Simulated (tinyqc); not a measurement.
LCCD on RHF in the sto-3g basis, for H4, spin multiplicity 1, step by step. One step of it, computed by the program tinyqc.

Problem. LCCD: starting amplitudes. t_ij^ab = <ij||ab> / (e_i + e_j - e_a - e_b), whose energy is MP2.

orbital energies (hartree): MO1 -0.655271, MO2 -0.518835, MO3 0.528636, MO4 0.979977

Two-electron integrals over orbitals (pq|rs), unique and non-zero (hartree):
```
(11|11) 0.476427    (21|11) -0.000685   (21|21) 0.204761    (22|11) 0.466622
(22|21) 0.000588    (22|22) 0.477679    (31|11) -0.047242   (31|21) -0.000201
(31|22) -0.003953   (31|31) 0.102891    (32|11) -0.000393   (32|21) 0.070881
(32|22) 0.000178    (32|31) 0.000227    (32|32) 0.098450    (33|11) 0.464409
(33|21) 0.000430    (33|22) 0.464299    (33|31) -0.017096   (33|32) 0.000106
(33|33) 0.484469    (41|11) 0.000226    (41|21) -0.022248   (41|22) -0.000021
(41|31) -0.000280   (41|32) 0.070092    (41|33) 0.000012    (41|41) 0.084667
(42|11) -0.059076   (42|21) -0.000167   (42|22) -0.022514   (42|31) 0.098673
(42|32) 0.000294    (42|33) -0.020271   (42|41) -0.000226   (42|42) 0.104963
(43|11) -0.000624   (43|21) 0.195188    (43|22) 0.000611    (43|31) -0.000174
(43|32) 0.071855    (43|33) 0.000481    (43|41) -0.019319   (43|42) -0.000164
(43|43) 0.208098    (44|11) 0.498676    (44|21) -0.000511   (44|22) 0.490464
(44|31) -0.052171   (44|32) -0.000363   (44|33) 0.502755    (44|41) 0.000217
(44|42) -0.066454   (44|43) -0.000499   (44|44) 0.551631
```

Give: Starting amplitudes; correlation energy.

Solution.

Starting amplitudes (spin orbitals 1a, 1b, ...; amplitudes related by a flip of all spins are not repeated):
```
from      to          t
2a 2b  3a 3b     -0.047
1a 1b  3a 3b     -0.043
1a 2b  3a 4b     -0.037
2a 2b  4a 4b     -0.035
1a 2b  3b 4a      0.026
1a 1b  4a 4b     -0.026
1a 2a  3a 4a     -0.011
2a 2b  3a 4b  -1.15e-04
1a 2b  3a 3b  -1.02e-04
1a 1b  3a 4b   9.92e-05
1a 2b  4a 4b   7.21e-05
```

correlation energy = -0.02650 hartree
